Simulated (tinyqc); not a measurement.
Hole mobility in a silicon inversion layer, empirical terms and Matthiessen rule: effect of the temperature.

Inversion layer of sheet density Ns on a uniformly doped body. The mobility terms are empirical power laws with prefactors chosen for the exercise; adding their inverses (Matthiessen) is itself an approximation.

Nc and Nv are given at 273 K and scale as (T/273 K)^1.5; Eg is fixed. ni = sqrt(Nc Nv) exp(-Eg/(2 Vt)), Eg in volts; Ndep = sqrt(2 eps0 eps_r Nb (2 Vt ln(Nb/ni) + Vsb)/q); E = q (Ndep + eta Ns)/(eps0 eps_r), in MV/cm. With t = T/(300 K): muC = Ac (Ns/1e12 cm^-2) t/(Nb/1e17 cm^-3 + Nit/1e11 cm^-2), muP = Ap E^(-1/3) t^(-1.75), muS = As E^(-gs); 1/mu is the sum of the inverses.

Parameters, values chosen for the exercise; material values close to those of silicon: band gap Eg = 1.11 eV; relative permittivity of the semiconductor eps_r = 11.9; conduction-band density of states at the reference temperature Nc = 2.44e19 cm^-3; valence-band density of states at the reference temperature Nv = 2.31e19 cm^-3; body doping Nb = 3.2e17 cm^-3; reverse body bias Vsb = 1 V; weight of the inversion charge in the effective field eta = 0.3333; phonon-limited mobility at 1 MV/cm and 300 K Ap = 140 cm^2/(V s); roughness-limited mobility at 1 MV/cm As = 514 cm^2/(V s); exponent of the roughness term gs = 1; Coulomb prefactor Ac = 1600 cm^2/(V s); charge at the interface Nit = 7.4e11 cm^-2; inversion density Ns = 3.4e12 cm^-2.

Constants: q = 1.602176634e-19 C, kB = 1.380649e-23 J/K, Vt = kB T/q, eps0 = 8.8541878128e-14 F/cm where lengths are in cm. Results are converted to the units shown.

Result of one run:
```
T (K)	E (MV/cm)	muC (cm^2/(V s))	muP (cm^2/(V s))	muS (cm^2/(V s))	mu (cm^2/(V s))
120	0.61859	205.28	816.69	830.93	137.00
```

What becomes of these results when the temperature T is changed from 120 to 250 K, all else the same?

Result of the changed run:
```
T (K)	E (MV/cm)	muC (cm^2/(V s))	muP (cm^2/(V s))	muS (cm^2/(V s))	mu (cm^2/(V s))
250	0.60572	427.67	227.65	848.58	126.43
```

The whole series:
```
T (K)	E (MV/cm)	muC (cm^2/(V s))	muP (cm^2/(V s))	muS (cm^2/(V s))	mu (cm^2/(V s))
120	0.61859	205.28	816.69	830.93	137.00
160	0.61496	273.71	494.61	835.82	145.52
200	0.61102	342.14	335.43	841.22	140.99
250	0.60572	427.67	227.65	848.58	126.43
300	0.60006	513.21	165.98	856.59	109.40
350	0.59407	598.74	127.16	865.22	93.546
400	0.58777	684.28	101.02	874.49	79.976
450	0.58119	769.81	82.514	884.39	68.734
```

As T goes from 120 to 450 K, E falls from 0.619 to 0.581 MV/cm and mu goes from 137 through a maximum of 146 (at T = 160 K among the rows listed) to 68.7 cm^2/(V s). The smallest term is the Coulomb one in the first row and the phonon one in the last. Coulomb scattering weakens and phonon scattering grows with T, hence the maximum. For T = 120 to 160 K dopant freeze-out and degenerate screening, left out here, matter.

tinyqc, about 0.01 s, one thread, Intel Xeon 2.30GHz (shared host): `OMP_NUM_THREADS=1 python tinyqc.py 2510064 2510065 out.jsonl`
